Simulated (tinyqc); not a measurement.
# Trap density from the barrier height

Question. In a partly depleted grain with all boundary traps filled, 2 N W = Qt and VB = q N W^2/(2 eps0 eps_r). Find Qt, W and the doping at which VB would equal Vt.

Parameters, values chosen for the exercise:
```
symbol,value,unit,meaning
T,300,K,temperature
eps_r,11.7,,relative permittivity
```

Constants: q = 1.602176634e-19 C, kB = 1.380649e-23 J/K, Vt = kB T/q, eps0 = 8.8541878128e-14 F/cm where lengths are in cm. Results are converted to the units shown.

doping = 1.5e18 cm^-3
barrier height = 0.10839033 V

Solution. Eliminating W gives VB = q Qt^2/(8 eps0 eps_r N), which falls as 1/N.

Qt = 2.90e12 cm^-2
W = 9.67 nm
doping for VB = Vt = 6.29e18 cm^-3

Numbers from tinyqc (`OMP_NUM_THREADS=1 python tinyqc.py 2830122 2830123 out.jsonl`; about 0.01 s on one thread of a shared Intel Xeon 2.30GHz).
